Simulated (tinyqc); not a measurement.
Thermal displacements in the Debye model: Debye-Waller factors, bond-length spread and the Lindemann rule: one step, computed by the program tinyqc.

A Debye spectrum with three branches of one velocity, cut at k_B Theta; 4 atoms per cube, nearest neighbours at d = 0.707107 a.

Task: Lindemann melting temperature. <u_x^2> = (3 hbar^2/(2 M k_B Theta)) int_0^1 s coth(s Theta/(2T)) ds (64 Gauss-Legendre points); it tends to 3 hbar^2/(4 M k_B Theta) at T = 0 and to 3 hbar^2 T/(M k_B Theta^2) at high T. Melting is placed where sqrt(3 <u_x^2>) = x_L d; the classical form gives T_m = M k_B Theta^2 (x_L d)^2/(9 hbar^2).

Inputs (values chosen for the exercise, modelled on copper): atomic mass M = 63.55 u; Debye temperature Theta = 314 K; lattice constant a = 3.615 angstrom; temperature T = 295 K; Lindemann ratio x_L = 0.11.

Structure: fcc.

<u_x^2> = 0.007064772 angstrom^2

Constants: hbar^2/u = 4.18015928e-03 eV angstrom^2; k_B = 8.617333262e-05 eV/K.

Give: Lindemann T_m; classical T_m; ratio sqrt(3 <u_x^2>)/d at T.

Result:

Lindemann T_m = 1132 K

classical T_m = 1135 K

ratio sqrt(3 <u_x^2>)/d at T = 0.05695

The rule is empirical: x_L is fitted within a family of like crystals, and T_m goes as its square.
